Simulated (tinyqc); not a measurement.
Dopant redistribution at a moving silicon-oxide interface during parabolic oxidation: one step, computed by the program tinyqc.

Uniformly doped silicon is oxidised with x_ox = sqrt(B t); the interface advances into the silicon by alpha x_ox, alpha = 0.44. The dopant does not move in the oxide, and at the interface C(silicon) = m C(oxide).

Task: Profile below the interface. With the dopant diffusivity D and s = alpha x_ox/(2 sqrt(D t)), in the silicon C = C_B + (C_s - C_B) erfc(y/(2 sqrt(D t)))/erfc(s), y from the original surface. Dopant balance at the interface gives C_s/C_B = 1/[1 + (1/(m alpha) - 1) g], g = sqrt(pi) s exp(s^2) erfc(s). Depths z are counted from the present interface: y/(2 sqrt(D t)) = s + z/(2 sqrt(D t)); take z/(2 sqrt(D t)) = 0, 0.05, 0.1, 0.2, 0.3, 0.5, 0.75, 1, 1.5.

Inputs (values chosen for the exercise, modelled on arsenic in silicon under steam): temperature T = 1025 C.

diffusion length 2 sqrt(D t) = 0.1173201 um

ratio C_s/C_B = 4.704290

s = 4.008013

Give: Profile.

Result:

Profile:
```
z/(2 sqrt(D t))  z (um)  C/C_B
0.00             0.0000  4.704
0.05             0.0059  3.446
0.10             0.0117  2.607
0.20             0.0235  1.684
0.30             0.0352  1.285
0.50             0.0587  1.047
0.75             0.0880  1.004
1.00             0.1173  1.000
1.50             0.1760  1.000
```

Caution: parabolic growth needs an oxide much thicker than the Deal-Grove length A, which fails for thin films and low temperatures; oxidation-enhanced or retarded diffusion is ignored.
